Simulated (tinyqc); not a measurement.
Epitaxial growth on a vicinal surface: Burton-Cabrera-Frank step flow, step-edge barrier and island nucleation: one step, computed by the program tinyqc.

Adatoms land at rate F, hop on a square grid (a simplification for hexagonal faces), desorb, or join steps. Lengths are in units of a and n is the adatom coverage. Steps ascend at x = 0 and descend at x = l.

Question. Step flow or islands. Island density on a flat surface without desorption: N = 0.25 (F/D)^(i/(i+2)) exp(E_i/((i+2) k_B T)) per site, with E_i = 0 for i = 1; spacing l_n = N^(-1/2). Step flow needs an effective width l_eff = 2 x(peak) below l_n. Temperatures in kelvin are T(C) + 273.15.

Inputs (values chosen for the exercise, close to those used for 4H-SiC(0001)): deposition rate F = 0.13 layers/s; temperature T = 1580 C; critical nucleus size i = 1.

D = 5639266 a^2/s

position of the peak = 23.73273 a

Constants: k_B = 8.617333262e-05 eV/K.

Give: island density N on a flat surface; island spacing l_n; ratio l_eff/l_n.

Answer.

island density N on a flat surface = 7.115e-04 per site

island spacing l_n = 37.49 a

ratio l_eff/l_n = 1.266

The growth lies near the transition between step flow and nucleation. Caution: the prefactor 0.25 and the criterion are estimates, good to a factor of about two in length.
